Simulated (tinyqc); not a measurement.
# Changing the oxide field F

Model: bias-temperature instability from a Gaussian distribution of capture and emission barriers. Computed by tinyqc, a small Python program. Command: `OMP_NUM_THREADS=1 python tinyqc.py 3018979 3018980 out.jsonl bti sweep`. One thread of a shared host (Intel(R) Xeon(R) Processor @ 2.30GHz), about 0.02 s of CPU time with the checks.

Each trap has a capture time tau_0 exp(E_c/(k_B T)) under stress and an emission time tau_0 exp(E_e/(k_B T)) after it. E_c is Gaussian, and E_e = E_c + d with d Gaussian and independent. A trap counts as filled once t_s exceeds its capture time and as emptied once t_r exceeds its emission time.

Inputs (values chosen for the exercise, for a model p-channel transistor): shift with all traps filled V_max = 110 mV; mean capture barrier at zero field mu_c = 1.6 eV; spread of capture barriers sigma_c = 0.29 eV; lowering of mu_c per field k_F = 0.056 eV/(MV/cm); time constant tau_0 = 2e-10 s; temperature T = 150 C; stress time t_s = 5 s; failure criterion = 30 mV.

Constants: k_B = 8.617333262e-05 eV/K.

Method:
- Demarcation energies E_s = k_B T ln(t_s/tau_0), E_r = k_B T ln(t_r/tau_0); mean barrier mu = mu_c - k_F F; z = (E_s - mu)/sigma_c; Phi is the standard normal distribution.
- Temperatures in kelvin are T(C) + 273.15.
- Shift without recovery dV0 = V_max Phi(z); local time exponent n = d ln dV0/d ln t_s = (k_B T/sigma_c) exp(-z^2/2)/(sqrt(2 pi) Phi(z)); apparent activation energy n E_s.
- Solve V_max Phi(z) = criterion for t_s; the power-law extrapolation from the stress point is t_s (criterion/dV0)^(1/n); 1 year = 3.15576e7 s.

One run for each value:
```
oxide field F (MV/cm)  shift without recovery dV0 (mV)  time exponent n  log10 of the lifetime in s       z
3                                                 2.97           0.2903                       5.268  -1.927
5                                                 6.78           0.2482                       3.934  -1.541
6                                                 9.77           0.2277                       3.267  -1.348
7                                                13.64           0.2076                       2.600  -1.155
8                                                18.48           0.1879                       1.933  -0.962
9                                                24.31           0.1689                       1.266  -0.769
10                                               31.06           0.1505                       0.599  -0.576
```

Give the missing row, oxide field F (MV/cm) = 4.

Computed row:
```
oxide field F (MV/cm)  shift without recovery dV0 (mV)  time exponent n  log10 of the lifetime in s       z
4                                                 4.56           0.2691                       4.601  -1.734
```

Interpolating between the two neighbouring rows (linearly) misses most in shift without recovery dV0 (mV), by 6.9 %. Over the rows, shift without recovery dV0 (mV) rises from 2.97 to 31.1 (exponent d ln y / d ln x 1.5 between the first rows and 2.3 between the last); time exponent n falls from 0.290 to 0.151 (exponent d ln y / d ln x -0.26 between the first rows and -1.1 between the last); log10 of the lifetime in s falls from 5.27 to 0.599. The lifetime is exactly exponential in the field, 0.67 decades per MV/cm; the shift at fixed time follows the Gaussian tail and grows ever more slowly on a logarithmic scale.
